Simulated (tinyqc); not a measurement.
Three-level Kane dispersion of a narrow-gap semiconductor, step by step. Values are carried at full precision from step to step, so a last printed digit may differ when a step is redone from the rounded ones.

Zero of energy at Gamma8, c = hbar^2/2m0, P^2 = Ep c. The free-electron term and remote bands are left out, so the heavy holes are flat at E = 0 and the other three bands obey E (E - Eg)(E + Dso) = P^2 k^2 (E + 2 Dso/3). The conduction band is the highest root; its edge is Ec = max(Eg, 0).

Constants: hbar^2/2m0 = 3.80998211 eV angstrom^2; hbar = 6.58211957e-16 eV s; e^2/(4 pi eps0) = 14.39964547 eV angstrom; muB = 5.788381798e-05 eV/T.

Inputs chosen for the exercise (near those of grey Sn; not measured data):

| symbol | value | unit | meaning |
|---|---|---|---|
| Eg | -0.402 | eV | E(Gamma6) - E(Gamma8) |
| Dso | 0.83 | eV | spin-orbit splitting |
| Ep | 23.9 | eV | Kane energy |
| k | 0.013 | 1/angstrom | wave vector |
| n | 1.1e+17 | cm^-3 | electron density |
| eps | 22.7 |  | high-frequency dielectric constant |
| B | 1.2 | T | magnetic field |

## The three bands at one k

Expand the equation into E^3 + a2 E^2 + a1 E + a0 = 0 and give its roots; compare with the two-level form (Dso to infinity) E = Eg/2 +/- sqrt(Eg^2/4 + (2/3) P^2 k^2).

P^2 k^2 = 0.015389 eV^2

a2, a1, a0: 1.232000  0.318271  -0.008515

roots (eV): -0.8420  -0.4144  0.0244

two-level form (eV): -0.4261  0.0241

The two-level form misses the highest root by -0.3 meV. The order is inverted: the band that would be the light hole curves upward from Gamma8 and touches the heavy holes, so there is no gap.

## Mass at the edge and limiting velocity

For Eg < 0 the conduction band starts at Gamma8 with m0* = 3 |Eg|/(2 Ep). In the two-level form the velocity tends to v = sqrt(2/3) P/hbar, and |Eg| = 2 m v^2 with m = 3 |Eg|/(2 Ep), as for a relativistic particle. 1 angstrom = 1e-10 m.

m0* = 0.02523 m0
P = 9.5425 eV angstrom
v = 1.184e+06 m/s
k at which the linear part sets in, |Eg|/(2 hbar v) = 0.02580 1/angstrom

## Fermi level and mass at a given density

Degenerate electrons at T = 0: kF = (3 pi^2 n)^(1/3), 1 cm^-3 = 1e-24 angstrom^-3; EF is the highest root at kF. The momentum (cyclotron, optical) mass is m(E) = hbar^2 k/(dE/dk) = c d(k^2)/dE with d(k^2)/dE = k^2 [1/E + 1/(E - Eg) + 1/(E + Dso) - 1/(E + 2 Dso/3)]; the density of states is k d(k^2)/dE/(2 pi^2).

Edge mass m0* = 3 |Eg|/(2 Ep).

Compare EF - Ec with the parabolic value c kF^2/m0*.

kF = 0.01482 1/angstrom
EF - Ec = 0.0313 eV
parabolic value = 0.0332 eV
m(EF) = 0.02818 m0
m(EF)/m0* = 1.117
density of states at EF = 5.555e+18 1/(eV cm^3)

The parabola overstates EF - Ec by a factor of 1.06; (EF - Ec)/|Eg| = 0.08, and the two-level rule 1 + 2 (EF - Ec)/|Eg| = 1.156 estimates the mass ratio.

## Plasma and cyclotron energies

hbar wp = sqrt(8 pi c (e^2/4 pi eps0) n/(eps m)), hbar wc = 2 muB B/m (classical limit), with m = m(EF) and, for comparison, the edge mass; n in angstrom^-3.

hbar wp with m(EF), with m0* (meV): 15.40  16.27

hbar wc with m(EF), with m0* (meV): 4.93  5.51

hbar wc is not small against EF - Ec = 31.3 meV, so fewer than ten Landau levels are filled and the classical value is only a guide.

## Checks

- Roots of the cubic against the 8 x 8 Kane matrix without remote terms: they agree to 1e-10 or better.
- m(E) near the edge against m0*: both 0.02523.

Computed by tinyqc, a small Python program: `OMP_NUM_THREADS=1 python tinyqc.py 1080501 1080502 out.jsonl` (the numbers bound the seed that draws the inputs); one thread of a shared host (Intel(R) Xeon(R) Processor @ 2.30GHz), about 0.01 s for the whole set of steps.
